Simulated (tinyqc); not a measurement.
Semiconductor laser, carrier and photon rate equations: one step of the calculation.

Carrier density N and photon density S in one mode: dN/dt = F1 = eta I/(q V) - (A N + B N^2 + C N^3) - vg g S; dS/dt = F2 = G vg g S + G be B N^2 - S/tp, with g = g0 ln(N/Ntr)/(1 + ec S). Output power P = Fo Eph S V/(G tp). No heating, no carrier transport.

Question. Threshold. gth = 1/(G vg tp), Nth = Ntr exp(gth/g0), Ith = q V (A Nth + B Nth^2 + C Nth^3)/eta. Above it S is near G tp eta (I - Ith)/(q V). Carrier lifetime at threshold Nth/(A Nth + B Nth^2 + C Nth^3).

Inputs (values chosen for the exercise):

| symbol | value | unit | meaning |
|---|---|---|---|
| V | 4.5e-12 | cm^3 | active volume |
| G | 0.033 |  | confinement factor |
| vg | 7.32e9 | cm/s | group velocity |
| g0 | 1100 | 1/cm | gain coefficient |
| Ntr | 2.5e18 | cm^-3 | transparency density |
| tp | 3.1 | ps | photon lifetime |
| A | 6.7e7 | 1/s | defect recombination coefficient |
| B | 8.6e-11 | cm^3/s | radiative coefficient |
| C | 2.1e-30 | cm^6/s | Auger coefficient |
| eta | 0.8 |  | injection efficiency |
| I | 29 | mA | drive current |

Constants: q = 1.602176634e-19 C. Results are converted to the units shown.

Give: gth; Nth; Ith; estimate of S; carrier lifetime.

Answer.

gth = 1335.4 1/cm
Nth = 8.4174e18 cm^-3
Ith = 7.1284 mA
estimate of S = 2.4827e15 cm^-3
carrier lifetime = 1.0642 ns

Program tinyqc, `OMP_NUM_THREADS=1 python tinyqc.py 2840111 2840112 out.jsonl`; Intel Xeon 2.30GHz, shared host, one thread, about 0.01 s.
